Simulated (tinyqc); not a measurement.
# Six-transistor SRAM cell, nodal equations and margins: effect of the gain factor of the pull-up transistor

Two cross-coupled inverters (pull-down bn, pull-up bp) hold the nodes Q and QB; access transistors (ba, threshold VTn, gate on the word line at Vdd when selected) join them to the bit lines. Transistor (EKV form, voltages against the body): I = 2 n b Vt^2 [F(vp - Vs) - F(vp - Vd)] from drain to source, F(v) = ln^2(1 + exp(v/(2 Vt))), vp = (Vg - VT + sg |Vd - Vs|)/n. n-channel bodies are at 0; for the p-channel device all voltages are counted down from Vdd. b in uA/V^2 gives I in uA. For an access transistor the bit line is the drain and the node the source. In a read both bit lines are at Vdd. The cell is symmetric (no mismatch).

f(x) is the node voltage of one half-cell for input x: In = Ip in hold, In = Ip + Ia in a read. Static noise margin: side of the largest square between the curve (x, f(x)) and its mirror image (f(y), y); with h(c) the root x of f(x) - x = c, it is the maximum over c > 0 of h(c) - h(-c) + c. Q is the low node in a read and Iread the current of its access transistor. The write trip is the voltage to which the bit line of the high node must fall (the other staying at Vdd) for that state to vanish; higher is easier, and a negative value means that a grounded bit line does not write.

Values chosen for this exercise:
```
symbol,value,unit,meaning
T,300,K,temperature
Vdd,0.7,V,supply voltage
n,1.1,,slope factor
sg,0.103,,drain-induced barrier lowering
VTn,0.31,V,n-channel threshold
VTp,0.29,V,p-channel threshold (magnitude)
bn,260,uA/V^2,gain factor of the pull-down transistor
ba,170,uA/V^2,gain factor of the access transistor
```

Constants: q = 1.602176634e-19 C, kB = 1.380649e-23 J/K, Vt = kB T/q. Results are converted to the units shown.

Results:

| bp (uA/V^2) | hold margin (mV) | read margin (mV) | Q in a read (mV) | Iread (uA) | write trip (mV) |
|---|---|---|---|---|---|
| 43 | 251.7 | 108.6 | 100.6 | 8.998 | 268.3 |
| 62 | 255.5 | 116.0 | 100.6 | 8.999 | 244.9 |
| 89 | 258.3 | 123.2 | 100.6 | 9.000 | 218.2 |
| 130 | 260.1 | 130.8 | 100.6 | 9.000 | 185.4 |
| 260 | 260.2 | 144.3 | 100.5 | 9.000 | 108.2 |

Estimate the missing row, bp = 180 uA/V^2.

Computed row:

| bp (uA/V^2) | hold margin (mV) | read margin (mV) | Q in a read (mV) | Iread (uA) | write trip (mV) |
|---|---|---|---|---|---|
| 180 | 260.7 | 137.2 | 100.5 | 9.000 | 152.3 |

With this row back in the table: As bp goes from 43 to 260 uA/V^2, the read margin rises from 109 to 144 mV, the write trip falls from 268 to 108 mV and Iread stays near 9.00 uA. The read margin is 0.43 of the hold margin in the first row and 0.55 in the last. Read stability and write ability pull in opposite directions.

Numbers from tinyqc (`OMP_NUM_THREADS=1 python tinyqc.py 2340173 2340174 out.jsonl`; about 0.2 s on one thread of a shared Intel Xeon 2.30GHz).
